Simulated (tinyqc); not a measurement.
Van der Pauw, Hall and four-point-probe measurements on a doped layer: correction factor against the shape of the sample.

A uniform n-type layer with sheet resistance Rs = 1/(q ns mu), point contacts, low field (mu B small).

Rs = 1/(q ns mu). For a rectangle with contacts at the corners, RA = (8 Rs/pi) sum_(k>=0) ln coth((2k + 1) pi a/(2 b)) with current along a short side b and voltage along the opposite one, RB the same with a and b exchanged. ar = a/b. F = Rs/[(pi/ln 2)(RA + RB)/2]; small-asymmetry estimate 1 - (ln 2/2) d^2 - ((ln 2)^2/4 - (ln 2)^3/12) d^4 with d = (RB - RA)/(RB + RA).

Parameters, values chosen for the exercise: sheet density of the layer ns = 7.4e12 cm^-2; drift mobility mu = 210 cm^2/(V s).

Constants: q = 1.602176634e-19 C. Results are converted to the units shown.

Result of one run:
```
ar  RA (ohm)  RB (ohm)  RB/RA       F  estimate of F
2      38.20      4507  118.0  0.3899         0.5787
```

What becomes of these results when the side ratio a/b of a rectangular sample with corner contacts ar is changed from 2 to 1.29, all else the same?

Result of the changed run:
```
ar    RA (ohm)  RB (ohm)  RB/RA       F  estimate of F
1.29     355.6      1810  5.089  0.8185         0.8249
```

The whole series:
```
ar    RA (ohm)  RB (ohm)  RB/RA       F  estimate of F
1        886.2     886.2  1.000   1.000          1.000
1.14     570.0      1307  2.293  0.9442         0.9444
1.29     355.6      1810  5.089  0.8185         0.8249
1.43     229.0      2311  10.09  0.6977         0.7254
1.57     147.5      2834  19.22  0.5944         0.6577
1.71     95.00      3371  35.48  0.5114         0.6167
1.86     59.30      3955  66.70  0.4415         0.5917
2        38.20      4507  118.0  0.3899         0.5787
```

RB/RA rises from 1.00 to 118 and F falls from 1.00 to 0.390. The estimate is 0.78 % above F at a/b = 1.29 and 48 % above it in the last row. RA shrinks about as exp(-pi a/b): by a factor of 1.55 between the last two rows, against 1.55.

tinyqc, about 0.03 s, one thread, Intel Xeon 2.30GHz (shared host): `OMP_NUM_THREADS=1 python tinyqc.py 2850199 2850200 out.jsonl`
